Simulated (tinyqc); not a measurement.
Current gain against temperature: heavy doping: gap narrowing, degeneracy and the minority density.

F_j(eta) = (1/Gamma(j + 1)) integral_0^infinity x^j dx/(1 + exp(x - eta)), which tends to exp(eta) for eta << 0.

Empirical narrowing (Slotboom form, constants chosen for the exercise; published fits of this form give the apparent narrowing, here it is taken as the true one): dEg = E0 [ln(N/N0) + sqrt(ln(N/N0)^2 + C)].

Majority: N = Nv F_1/2(eta), eta the distance of EF beyond the majority band edge in kT. Degeneracy factor gam = F_1/2(eta)/exp(eta). ni0^2 = Nc Nv exp(-Eg/kT); product n p = ni0^2 gam exp(dEg/kT), dEg the true narrowing; apparent narrowing dEa = dEg + kT ln gam; minority density = n p/N.

Bipolar transistor with N as emitter doping: beta = K (N/NB) exp((dEa_B + dG - dEa_E)/kT), dEa_E = dEg(N) + kT ln gam, dEa_B = dEg(NB). For the sweep in T, Nv is scaled as (T/T0)^(3/2) from its value at T0 = T.

Constants: kB = 8.617333262e-05 eV/K.

Inputs chosen for the exercise (gap and densities of states near those of Si at this temperature; narrowing constants near the fits for Si; the results hold for these values, not for the real material):
```
symbol  value     unit    meaning
Eg      1.12      eV      gap
Nc      2.79e+19  1/cm^3  conduction-band density of states
Nv      1.1e+19   1/cm^3  valence-band density of states
T       300       K
E0      6.7       meV     narrowing scale
N0      1.6e+17   1/cm^3  onset density
C       0.5               smoothing constant
N       5.4e+18   1/cm^3  ionised acceptors, equal to the majority density
NB      6e+16     1/cm^3  base doping
K       4.6               ratio (D_B W_E)/(D_E W_B)
dG      120       meV     extra narrowing of the base by alloying
```

Gain:
```
T (K)      beta  beta with dG = 0  without narrowing
150    2.04e+05              18.9                414
200    4.13e+04              39.1                414
250    1.60e+04              61.1                414
300    8.58e+03              82.7                414
350    5.50e+03               103                414
400    3.95e+03               122                414
450    3.06e+03               139                414
```

dEa_B + dG - dEa_E at T0 = 78.4 meV

How do the results move, and what explains it?

beta is 2.04e+05 at 150 K and 3.06e+03 at 450 K, since the net exponent is positive: the gap is narrower in the base. At 300 K narrowing and degeneracy change the gain by a factor 0.2 and alloying the base by 104.

(tinyqc, `OMP_NUM_THREADS=1 python tinyqc.py 1652727 1652728 out.jsonl`, Intel(R) Xeon(R) Processor @ 2.30GHz, 1 thread, shared host, about 0.01 s.)
